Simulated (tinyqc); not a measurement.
What moves the optical constants: free-carrier optics of a doped semiconductor (Drude model).

eps(E) = ei [1 - Ep^2/(E^2 + i E Gam)], with Ep^2 = 8 pi c (e^2/(4 pi eps0)) N/(m ei), c = hbar^2/2m0, N in 1/angstrom^3 (1e-24 per 1/cm^3); Gam = hbar/tau, tau = mu m m0/e with m0/e = 5.685630e-12 kg/C and mu in m^2/(V s). Energies in meV.

n + i k = sqrt(eps1 + i eps2) with k >= 0; R = ((n - 1)^2 + k^2)/((n + 1)^2 + k^2) at normal incidence from vacuum; alpha = 2 E k/(hbar c), times 1e8 for 1/cm; loss function Im(-1/eps) = eps2/(eps1^2 + eps2^2).

Constants: hbar^2/2m0 = 3.80998211 eV angstrom^2; e^2/(4 pi eps0) = 14.39964547 eV angstrom; hbar = 6.58211957e-16 eV s; hbar c = 1973.269805 eV angstrom.

Values chosen for the exercise (mass and dielectric values near those of Ge; N and mu are free inputs; interband absorption and the rise of the mass with filling are left out; shifted at random, so the results belong to these values and not to a real crystal):
- N = 5.3e+17 1/cm^3 (carrier density)
- m = 0.125 m0 (conductivity mass)
- mu = 2300 cm^2/(V s) (mobility)
- ei = 15.98 (high-frequency dielectric constant)
- E = 54 meV (photon energy)

At the energy E.

One parameter was then changed.

Results before and after:
```
case     Ep (meV)  Gam (meV)       R  alpha (1/cm)
base        19.13       4.03  0.3341           109
changed     19.13       4.03  0.3423          74.1
```

Which of these changes was made? (a) ei = 16.78; (b) m = 0.15 m0; (c) N = 7.95e+17 1/cm^3; (d) mu = 1380 cm^2/(V s); (e) E = 64.8 meV.

Answer: (e) E = 64.8 meV. Of the candidates, run in turn, only this one gives the changed row.

All candidates:
```
case                  Ep (meV)  Gam (meV)       R  alpha (1/cm)
base                     19.13       4.03  0.3341           109
N = 7.95e+17 1/cm^3      23.43       4.03  0.3199           169
m = 0.15 m0              17.46       3.36  0.3386          74.8
mu = 1380 cm^2/(V s)     19.13       6.71  0.3344           179
ei = 16.78               18.67       4.03  0.3449           106
E = 64.8 meV             19.13       4.03  0.3423          74.1
```

(tinyqc, `OMP_NUM_THREADS=1 python tinyqc.py 1682635 1682636 out.jsonl`, Intel(R) Xeon(R) Processor @ 2.30GHz, 1 thread, shared host, about 0.01 s.)
